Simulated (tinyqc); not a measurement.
Worked calculation: plane-wave Kohn-Sham cycle with exchange-only LDA in a layered model solid. One step of it, computed by the program tinyqc.

Question. Iteration 1: Hamiltonian at one k. H(m,m') = (k + G_m)^2/2 delta + V(G_m - G_m'), with V(-G) = V(G).

A solid whose potential varies along x alone (atomic units):
```
parameter                      value
period a                   15.000000
cross-section of the cell  20.000000
electrons per cell                 2
grid points                       16
plane waves -n..n, n               2
k points                           3
V1 in V1 cos(2 pi x/a)     -0.400000
V2 in V2 cos(4 pi x/a)     -0.290000
```

V(G_m), m = 0, 1, 2, ... (hartree): -0.185336  -0.200000  -0.145000  0.000000  0.000000

k = 0.000000 2 pi / a

Give: H.

Answer.

H (hartree), lower triangle:
```
        -2      -1      +0      +1     +2
-2   0.166
-1  -0.200  -0.098
+0  -0.145  -0.200  -0.185
+1   0.000  -0.145  -0.200  -0.098
+2   0.000   0.000  -0.145  -0.200  0.166
```
